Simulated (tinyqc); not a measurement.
Extended Hueckel theory, for H4, step by step. One step of it, computed by the program tinyqc.

Problem. Orbitals. Solve H C = S C e through S^(-1/2); fill by pairs from the bottom, a degenerate level sharing its electrons equally; each orbital has its largest coefficient positive (the first on a tie).

H (eV), lower triangle:
```
            1H 1s       2H 1s       3H 1s       4H 1s
1H 1s  -13.600000
2H 1s  -13.037919  -13.600000
3H 1s   -8.574155   -6.261023  -13.600000
4H 1s   -6.261023   -8.574155  -13.037919  -13.600000
```

overlap S, lower triangle:
```
          1H 1s     2H 1s     3H 1s     4H 1s
1H 1s  1.000000
2H 1s  0.639114  1.000000
3H 1s  0.420302  0.306913  1.000000
4H 1s  0.306913  0.420302  0.639114  1.000000
```

valence electrons = 4

Give: orbital energies; occupations; coefficients; sum of one-electron energies.

Solution.

orbital energies (eV): -17.5263  -12.9430  -6.0623  7.0750

occupations: 2.0000  2.0000  0.0000  0.0000

coefficients:
```
          MO1      MO2      MO3      MO4
1H 1s  0.3250   0.5236   0.7260   1.0050
2H 1s  0.3250   0.5236  -0.7260  -1.0050
3H 1s  0.3250  -0.5236   0.7260  -1.0050
4H 1s  0.3250  -0.5236  -0.7260   1.0050
```

sum of one-electron energies = -60.9388 eV
